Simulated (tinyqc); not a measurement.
Ideality, saturation current and resistance from three points.

Problem. Well above the saturation current a diode obeys V = n Vt ln(I/I0) + I Rs. Find n, Rs and I0.

Parameters, values chosen for the exercise:
```
symbol,value,unit,meaning
T,250,K,temperature
```

Constants: q = 1.602176634e-19 C, kB = 1.380649e-23 J/K, Vt = kB T/q. Results are converted to the units shown.

currents (A): [7e-6, 0.0006, 0.01]
voltages (V): [0.55251234, 0.71650280, 0.87882191]

Answer. V is linear in the three unknowns n Vt, Rs and -n Vt ln I0, so three points give a linear system.

n = 1.670
Rs = 6.500 ohm
I0 = 1.500e-12 A

Program tinyqc, `OMP_NUM_THREADS=1 python tinyqc.py 2260029 2260030 out.jsonl`; Intel Xeon 2.30GHz, shared host, one thread, about 0.01 s.
